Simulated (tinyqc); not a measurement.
Correction of a charged-defect supercell by a model charge and potential alignment (plane-averaged potentials): one step, computed by the program tinyqc. Command: `OMP_NUM_THREADS=1 python tinyqc.py 3110482 3110483 out.jsonl align walk`. One thread of a shared host (Intel(R) Xeon(R) Processor @ 2.30GHz), about 0.01 s of CPU time with the checks.

The "true" defect charge is (1 - x) q in a Gaussian of width sigma plus x q in one of width sigma_t, so the exact answer is known; the correction sees only a single model Gaussian of width sigma_m. A Gaussian of width s has the transform rho(G) = exp(-G^2 s^2/2), normalised to 1. A uniform background cancels q, so G = 0 is left out. Potentials are those felt by a unit positive charge. E_0 is the formation energy of the isolated defect, E_cell its value in the supercell, E_lat = E_iso - E_per of the model charge, C the true less the model potential far from the defect; the exact correction is E_0 - E_cell, and the error of a scheme is E_cell plus its correction less E_0.

Task: Alignment and corrected energy. Plane-averaged potential at distance z from the defect: V(z) = (4 pi q/(eps L^3)) (e^2/(4 pi eps_0 e)) sum_(m != 0) rho(G_m) cos(G_m z)/G_m^2, G_m = 2 pi m/L, |m| <= 40. C = difference at z = L/2; E_corr = E_cell + E_lat - q C. For charges that have died out at L/2, C = (2 pi q/(eps L^3)) (e^2/(4 pi eps_0 e)) (<s^2> - sigma_m^2), <s^2> = (1 - x) sigma^2 + x sigma_t^2.

Inputs (values chosen for the exercise, with screening close to that of SiO2):
```
quantity,value,unit
defect charge q,1,e
dielectric constant eps,3.98,-
edge of the cubic cell L,12.3,angstrom
width sigma of the true defect charge,1.2,angstrom
width sigma_m of the model charge,1,angstrom
share x of the charge in a wide tail,0.31,-
width sigma_t of the tail,2.5,angstrom
formation energy of the isolated defect E_0,5.47,eV
```

E_cell = 5.088470 eV

E_lat = 0.4050744 eV

point-charge value = 0.4172904 eV

Constants: e^2/(4 pi eps_0) = 14.39964548 eV angstrom.

Give: alignment C; C, closed form; E_corr; error with alignment (rounded to 1e-4 meV); error without alignment; error with the point-charge term alone; error without correction.

Result:

alignment C = 0.02253 V

C, closed form = 0.02359 V

E_corr = 5.471 eV

error with alignment (rounded to 1e-4 meV) = 1.0097 meV

error without alignment = 23.54 meV

error with the point-charge term alone = 35.76 meV

error without correction = -381.5 meV

Errors are measured against E_0. Alignment cuts the error of the model charge from 24 to 1.0 meV.
